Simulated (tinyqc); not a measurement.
# Error from band bending against W

In A the levels shift by pb (1 - z/W)^2 for z < W. The signal from depth z is weighted by exp(-z/le)/le, so the centroid shifts by pb [1 - 2/a + (2/a^2)(1 - exp(-a))], a = W/le, and the error of iA against its value at the interface is that less pb.

Values chosen for this exercise:
- pb = 0.42 V (band bending in A at the interface)
- le = 3.2 nm (escape depth)

Error from band bending against W:
```
W (nm)	a	centroid shift (eV)	error (meV)
2.8	0.87500	0.099786	-320.21
5	1.5625	0.15434	-265.66
8.6	2.6875	0.21583	-204.17
15	4.6875	0.27868	-141.32
26	8.1250	0.32934	-90.664
45	14.062	0.36451	-55.486
79	24.688	0.38735	-32.647
140	43.750	0.40124	-18.761
240	75.000	0.40895	-11.051
```

What does the comparison show?

The size of the error falls from 320 to 11.1 meV; for large a it is 2 |pb|/a. It is below 50 meV, a typical accuracy of the method, in 3 of the 9 rows. Heavily doped substrates and deep-probing photons need the correction.

Program tinyqc, `OMP_NUM_THREADS=1 python tinyqc.py 2410045 2410046 out.jsonl`; Intel Xeon 2.30GHz, shared host, one thread, about 0.01 s.
